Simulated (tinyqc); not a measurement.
Coherent transport through a tight-binding region between two chains, step by step. One step of it, computed by the program tinyqc.

Question. Transmission at E = -0.74 eV. Surface Green function g = (E - i sqrt(4 t^2 - E^2)) / (2 t^2); self-energy tc^2 g on each contact site; G = (E - H - Sigma)^(-1); Gamma = -2 Im Sigma; T = Gamma_L Gamma_R |G_LR|^2; local density of states -Im G_ii / pi.

H of the central region (eV):
```
,1,2
1,0.000000,-1.630000
2,-1.630000,0.000000
```

Leads: semi-infinite chains with site energy 0:
```
parameter,value
lead hopping t (eV),2.060000
coupling to the left lead (eV),1.240000
coupling to the right lead (eV),0.590000
left contact site,1
right contact site,2
```

E = -0.740000 eV

Give: g; G; local density of states; transmission.

Answer.

g = -0.0872-0.4775i 1/eV

G (1/eV):
```
,1,2
1,0.2648-0.1409i,0.6485-0.1717i
2,0.6485-0.1717i,0.1637-0.3559i
```

local density of states (1/eV): 0.0448  0.1133

transmission = 0.2197
